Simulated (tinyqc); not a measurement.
Band bending at a free surface with a continuum of surface states, surface photovoltage and Kelvin probe: one step of the calculation.

n-type bulk, xi = Ec - EF = Vt ln(Nc/Nd), p0 = ni^2/Nd, ni = sqrt(Nc Nv) exp(-Eg/(2 Vt)), Eg in volts. b is the upward band bending, u = b/Vt. Space charge per area, in units of q: Qc = sign(b) sqrt((2 eps0 eps_r Vt/q) [(Nd + dn)(exp(-u) - 1) + Nd u + (p0 + dn)(exp(u) - 1)]), with dn the excess density under light (flat quasi-Fermi levels; 0 in the dark). The states hold -Ds (E0 - xi - b): negative while the Fermi level lies above the neutrality level. Neutrality: Qc + Qf + (charge of the states) = 0.

Question. Work function and Kelvin-probe reading. Work function chi + xi + b; contact potential difference CPD = (work function of the sample) - pt. Depth of EF below Ec at the surface: xi + b. Depletion width Qc/Nd.

Parameters, values chosen for the exercise; band and dielectric values close to those of silicon: temperature T = 300 K; band gap Eg = 1.1 eV; relative permittivity eps_r = 11.9; conduction-band density of states at T Nc = 2.82e19 cm^-3; valence-band density of states at T Nv = 2.67e19 cm^-3; electron affinity chi = 4.05 eV; donor density Nd = 3.4e16 cm^-3; work function of the probe tip pt = 4.72 eV; depth of their neutrality level below the conduction edge E0 = 0.59 eV.

Constants: q = 1.602176634e-19 C, kB = 1.380649e-23 J/K, Vt = kB T/q, eps0 = 8.8541878128e-14 F/cm where lengths are in cm. Results are converted to the units shown.

converged b = 0.36501282 V

Find: xi + b; Qc; Qc/Nd; work function; CPD.

Answer.

xi + b = 0.5388 eV
Qc = 3.894e11 cm^-2
Qc/Nd = 114.5 nm
work function = 4.589 eV
CPD = -131.2 mV

The Fermi level lies 51.2 meV above the neutrality level.

Numbers from tinyqc (`OMP_NUM_THREADS=1 python tinyqc.py 2430020 2430021 out.jsonl`; about 0.01 s on one thread of a shared Intel Xeon 2.30GHz).
